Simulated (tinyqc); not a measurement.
Band folding and unfolding in a supercell of a chain: one step. Levels and unfolding weights.

A chain with hopping -t and n = 6 sites a supercell. H(K) has v_j on the diagonal, -t between neighbours and -t exp(2 pi i K) on the bond that closes the cell (from the last site to the first of the next cell). The point K holds the n wave vectors k_m = (K + m)/n of the primitive zone, in 2 pi/a, m = 0 to n - 1, with E0 = -2t cos(2 pi k_m). The unfolding weight of a state c on k_m is |sum_j c_j exp(-2 pi i k_m j)|^2/n, j = 0 to n - 1.

Parameters, chosen for this exercise: Kq = 0.14 2 pi/(n a) (wave vector in the small zone).

H (eV):
```
                     1          2          3          4          5
1             0.860000  -0.670000          0          0          0
2            -0.670000          0  -0.670000          0          0
3                    0  -0.670000          0  -0.670000          0
4                    0          0  -0.670000          0  -0.670000
5                    0          0          0  -0.670000          0
6  -0.427074-0.516244i          0          0          0  -0.670000

                     6
1  -0.427074+0.516244i
2                    0
3                    0
4                    0
5            -0.670000
6                    0
```

Question. Diagonalise and project each state on the k_m.

Give: levels; weights.

Answer.

levels (eV): -1.2436  -0.7430  -0.3412  0.5902  0.9910  1.6066

weights:
```
     level 1  level 2  level 3  level 4  level 5  level 6
m=0    0.946    0.020    0.020    0.002    0.003    0.007
m=1    0.011    0.110    0.849    0.007    0.008    0.014
m=2    0.001    0.003    0.014    0.134    0.741    0.107
m=3    0.001    0.002    0.007    0.015    0.167    0.809
m=4    0.002    0.004    0.028    0.838    0.075    0.052
m=5    0.038    0.861    0.081    0.004    0.006    0.011
```

The purest state keeps 94.6 % on one k and the most mixed (level 5) 74.1 %; rows and columns each add to one.

Run: tinyqc, `OMP_NUM_THREADS=1 python tinyqc.py 1481655 1481656 out.jsonl`; Intel(R) Xeon(R) Processor @ 2.30GHz, one thread, shared host; about 0.01 s of CPU time with all checks.
